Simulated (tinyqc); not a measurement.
Inside a calculation: conduction-band anticrossing with a localised impurity level. Values are carried at full precision from step to step, so a last printed digit may differ when a step is redone from the rounded ones.

Host conduction band EM(k) = Eg - al x + c k^2/mM, c = hbar^2/2m0, coupled to a flat level EI by V = C sqrt(x): H = [[EM, V], [V, EI]], E+/- = (EM + EI)/2 +/- sqrt((EM - EI)^2/4 + V^2). The host weight of a state at E is f = 1/(1 + V^2/(E - EI)^2), and its mass at k = 0 is mM/f. The gap is E-(0), the valence top staying at 0.

Constants: hbar^2/2m0 = 3.80998211 eV angstrom^2.

Inputs chosen for the exercise (host near InP; the results hold for these values, not for the real material):
- Eg = 1.417 eV (gap at Gamma to the s-like level)
- mM = 0.0802 m0 (mass of the host band)
- EI = 1.739 eV (impurity level, from the valence top of the host)
- C = 2.87 eV (coupling)
- al = 0.04 eV (linear shift of the host edge)
- x = 0.0028 (impurity fraction)
- k = 0.05 1/angstrom (wave vector)

## The two levels at k = 0

Give EM, V, both levels, their host weights, the gap and the mass of the band at the gap.

EM(0) = 1.4169 eV
V = 0.1519 eV

E-, E+ (eV): 1.3566  1.7993

host weights: 0.8638  0.1362

gap = 1.3566 eV
mass of E- = 0.0928 m0

The gap is 60 meV below that of the host, 216 meV per 1 % of impurity. V/|EM - EI| = 0.47; second-order perturbation theory would shift the host level by V^2/(EM - EI) = -72 meV, the exact shift is -60 meV.

## The levels at one k

Fill in the matrix and give levels and weights.

H (eV):
```
            host  impurity
host      1.5357    0.1519
impurity  0.1519    1.7390
```

E-, E+ (eV): 1.4546  1.8201

host weights: 0.7782  0.2218

## Dispersion

Seven points from k = 0 to 0.12 1/angstrom.

Levels (eV):

| k (1/angstrom) | EM | E- | E+ | host weight of E- |
|---|---|---|---|---|
| 0.000 | 1.4169 | 1.3566 | 1.7993 | 0.864 |
| 0.020 | 1.4359 | 1.3729 | 1.8020 | 0.853 |
| 0.040 | 1.4929 | 1.4205 | 1.8114 | 0.815 |
| 0.060 | 1.5879 | 1.4938 | 1.8331 | 0.723 |
| 0.080 | 1.7209 | 1.5778 | 1.8821 | 0.530 |
| 0.100 | 1.8919 | 1.6454 | 1.9855 | 0.275 |
| 0.120 | 2.1010 | 1.6837 | 2.1562 | 0.117 |

E- flattens towards EI = 1.739 eV, which it cannot cross: its width is bounded by 0.382 eV, of which 86 % is used up at the last point. The unmixed host band crosses EI at k = 0.0823 1/angstrom, where the splitting is smallest, 2V = 0.304 eV.

## Checks

- Closed form against diagonalisation: they agree to 1e-10 or better.
- Mass mM/f against the curvature of the band: both 0.09285.

Run: tinyqc, `OMP_NUM_THREADS=1 python tinyqc.py 1050388 1050389 out.jsonl`; Intel(R) Xeon(R) Processor @ 2.30GHz, one thread, shared host; about 0.01 s of CPU time with all checks.
